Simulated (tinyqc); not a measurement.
# Changing the phonon energy hbar w

Model: hot carriers by balance equations with a heated Maxwellian. Computed by tinyqc, a small Python program. Command: `OMP_NUM_THREADS=1 python tinyqc.py 3023033 3023034 out.jsonl hot sweep`. One thread of a shared host (Intel(R) Xeon(R) Processor @ 2.30GHz), about 0.04 s of CPU time with the checks.

The carriers follow a Maxwellian at an electron temperature T_e, slightly displaced; the drift energy is neglected against k_B T_e. The balance averages the rate, not the time, so mu_0 lies below the relaxation-time value.

Inputs (values chosen for the exercise, modelled on holes in germanium):
```
quantity                                          value       unit
effective mass m                                  0.303        m_0
density rho                                        5323     kg/m^3
sound velocity v_l                                 5350        m/s
acoustic deformation potential D_A                    5         eV
optical or intervalley deformation potential D_o    8.4  1e8 eV/cm
final valleys Z_f                                     1          -
lattice temperature T                               300          K
electric field F                                    2.5      kV/cm
iteration cap                                       300          -
```

Band: parabolic. Solver: Newton.

Constants: k_B = 8.617333262e-05 eV/K; k_B = 1.380649e-23 J/K; e = 1.602176634e-19 C; hbar = 1.054571817e-34 J s; m_0 = 9.1093837015e-31 kg; hbar = 6.582119569e-16 eV s.

Method:
- Parabolic band: E = hbar^2 k^2/(2 m), speed v = hbar k/m, states per spin, volume and energy g(E) = m k/(2 pi^2 hbar^2). Masses are multiplied by m_0 and all formulas are in SI units.
- Phonon occupation N_q = 1/(exp(hbar w/(k_B T)) - 1).
- Acoustic deformation potential (elastic, equipartition, absorption and emission together): 1/tau = 2 pi k_B T D_A^2 g(E)/(hbar rho v_l^2).
- Optical or intervalley deformation potential: 1/tau = (pi Z_f D_o^2/(rho w)) [N_q g(E + hbar w) + (N_q + 1) g(E - hbar w)], with g = 0 below the band edge.
- Averages over the Maxwellian, <y> = int y x^(1/2) exp(-x) dx / int x^(1/2) exp(-x) dx with x = E/(k_B T_e), split at x_0 = hbar w/(k_B T_e): 64 Gauss-Legendre points in sqrt(x) below it and 128 in sqrt(x - x_0) above it, up to x = 32. Momentum balance: mu(T_e) = e/(m nu), nu = <x (sum of rates)>/<x>. Power lost per carrier: P(T_e) = hbar w <emission rate - absorption rate> + <(2 m v_l^2/(k_B T)) (E - 2 k_B T) acoustic rate>.
- Energy relaxation time at weak heating: tau_E = (3/2) k_B / (dP/dT_e), the derivative by a central difference of +/- 0.5 K at T_e = T.
- Newton: h(T_e) = P - e mu F^2, T_new = T_e - h/h', with h' by a central difference of +/- 0.5 K, limited to the range T to 3 T_e.
- Start at T_e = 1.5 T; stop when T_e moves by less than 1e-6 K or exceeds 1e6 K.
- v = mu(T_e) F; warm-carrier coefficient (mu/mu_0 - 1)/F^2.

One run for each value; columns: (1) phonon energy hbar w (meV); (2) drift velocity (1e7 cm/s); (3) electron temperature T_e (K); (4) energy relaxation time tau_E (ps):
```
(1)     (2)    (3)    (4)
15   0.0982  318.3   0.94
21   0.1799  336.3   1.01
29   0.3020  368.4   1.12
40   0.4583  421.7   1.34
56   0.6203  503.2   1.81
78   0.7326  609.7   2.92
110  0.7804  752.7   6.47
150  0.7750  919.8  19.09
```

Over the rows, drift velocity (1e7 cm/s) goes from 0.0982 through a maximum among these rows, 0.780 at 110, to 0.775; electron temperature T_e (K) rises from 318 to 920 (exponent d ln y / d ln x 0.16 between the first rows and 0.65 between the last); energy relaxation time tau_E (ps) rises from 0.940 to 19.1 (exponent d ln y / d ln x 0.20 between the first rows and 3.5 between the last).

Extremes, crossings and ranges named in words are read from the listed rows.
